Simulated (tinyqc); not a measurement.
# Capacitance measurement on a leaky thin oxide: effects of series resistance and leakage: two studies

The device is a capacitance C in parallel with a leakage conductance G, in series with Rs and Ls. An impedance meter reports either a parallel pair (Cp, Gp) from Y = 1/Z = Gp + i w Cp or a series pair (Cs, Rm) from Z = Rm + 1/(i w Cs); w = 2 pi f, dissipation D = Gp/(w |Cp|).

Values chosen for this exercise; values of the order met in thin-oxide MOS capacitors: relative permittivity of the gate insulator (close to silicon dioxide) eox = 3.9; insulator thickness tox = 1.8 nm; gate area A = 400 um^2; oxide-equivalent thickness added by the accumulation layer zc = 0.46 nm; oxide-equivalent thickness added by gate depletion zp = 0.22 nm; gate leakage current density, not matched to the thickness Jg = 0.0053 A/cm^2; voltage for an e-fold rise of the leakage Vs = 0.19 V; series resistance Rs = 170 ohm; series inductance Ls = 0 nH; measuring frequency f = 1e5 Hz.

Constants: eps0 = 8.8541878128e-14 F/cm where lengths are in cm. Results are converted to the units shown.

Each table varies one quantity; the others keep the values above.

## Readings against frequency

EOT = 3.9 tox/eox; CET = EOT + zc + zp; C = 3.9 eps0 A/CET; G = Jg A/Vs. Z = Rs + i w Ls + 1/(G + i w C); CET read from Cp = 3.9 eps0 A/Cp; errors under 0.001 % are printed as 0.

The same in every row: C (pF) = 5.5696.

Readings against frequency:

| f (Hz) | Cp (pF) | Cs (pF) | D | error of Cp (%) | error of Cs (%) | CET read from Cp (nm) |
|---|---|---|---|---|---|---|
| 1000 | 5.5694 | 62.191 | 3.1885 | -3.79e-3 | 1020 | 2.4801 |
| 3000 | 5.5694 | 11.861 | 1.0629 | -3.79e-3 | 113 | 2.4801 |
| 10000 | 5.5694 | 6.1358 | 0.31891 | -3.79e-3 | 10.2 | 2.4801 |
| 30000 | 5.5694 | 5.6325 | 0.10646 | -3.80e-3 | 1.13 | 2.4801 |
| 1e5 | 5.5694 | 5.5752 | 0.032480 | -3.83e-3 | 0.102 | 2.4801 |
| 3e5 | 5.5693 | 5.5702 | 0.012413 | -4.11e-3 | 0.0113 | 2.4801 |
| 1e6 | 5.5692 | 5.5696 | 0.0091376 | -7.33e-3 | 1.02e-3 | 2.4802 |
| 3e6 | 5.5676 | 5.5696 | 0.018910 | -0.0356 | 0 | 2.4809 |
| 1e7 | 5.5497 | 5.5696 | 0.059810 | -0.356 | 0 | 2.4889 |
| 3e7 | 5.3974 | 5.5696 | 0.17858 | -3.09 | 0 | 2.5591 |

Read the table: what changes, and by how much?

D goes from 3.19 through a minimum of 0.00914 (at f = 1e6 Hz among the rows listed) to 0.179; without inductance its minimum lies at f = sqrt(G (1 + G Rs)/Rs)/(2 pi C) = 7.32e5 Hz. The error of Cp goes from -0.00379 to -3.09 % and that of Cs from 1020 to 0 %; at low frequency Cp tends to C/(1 + G Rs)^2 and Cs grows as 1 + (G/(w C))^2. One of the two readings is within 2 % of C for f = 1000, 3000, 10000, 30000, 1e5, 3e5, 1e6, 3e6, 1e7, 3e7 Hz. For f = 1000, 3000 D exceeds 1, where the accuracy of real meters degrades in proportion to sqrt(1 + D^2).

## Effect of the gate leakage current density, not matched to the thickness

Same model as above.

The same in every row: C (pF) = 5.5696.

Results:

| Jg (A/cm^2) | Cp (pF) | Cs (pF) | D | error of Cp (%) | error of Cs (%) | CET read from Cp (nm) |
|---|---|---|---|---|---|---|
| 1e-5 | 5.5696 | 5.5696 | 6.5507e-4 | 0 | 0 | 2.4800 |
| 0.0001 | 5.5696 | 5.5696 | 0.0011965 | 0 | 0 | 2.4800 |
| 0.001 | 5.5695 | 5.5698 | 0.0066109 | 0 | 3.62e-3 | 2.4800 |
| 0.2 | 5.5616 | 13.632 | 1.2046 | -0.143 | 145 | 2.4836 |
| 2 | 5.4907 | 811.86 | 12.119 | -1.42 | 1.45e4 | 2.5156 |
| 30 | 4.5419 | 1.8142e5 | 199.86 | -18.5 | 3.26e6 | 3.0411 |
| 300 | 1.2952 | 1.8142e7 | 3742.6 | -76.7 | 3.26e8 | 10.664 |

Estimate the missing row, Jg = 0.02 A/cm^2.

Computed row:

| Jg (A/cm^2) | Cp (pF) | Cs (pF) | D | error of Cp (%) | error of Cs (%) | CET read from Cp (nm) |
|---|---|---|---|---|---|---|
| 0.02 | 5.5688 | 5.6502 | 0.12092 | -0.0143 | 1.45 | 2.4804 |

With this row back in the table: As Jg goes from 1e-5 to 300, the error of Cp goes from 0 to -76.7 %, that of Cs from 0 to 3.26e8 %, and D rises from 6.55e-4 to 3740. The CET read from Cp goes from 2.48 to 10.7 nm against the true 2.48 nm. For Jg = 0.2, 2, 30, 300 D exceeds 1, where the accuracy of real meters degrades in proportion to sqrt(1 + D^2).

tinyqc, about 0.01 s, one thread, Intel Xeon 2.30GHz (shared host): `OMP_NUM_THREADS=1 python tinyqc.py 2022014 2022015 out.jsonl`
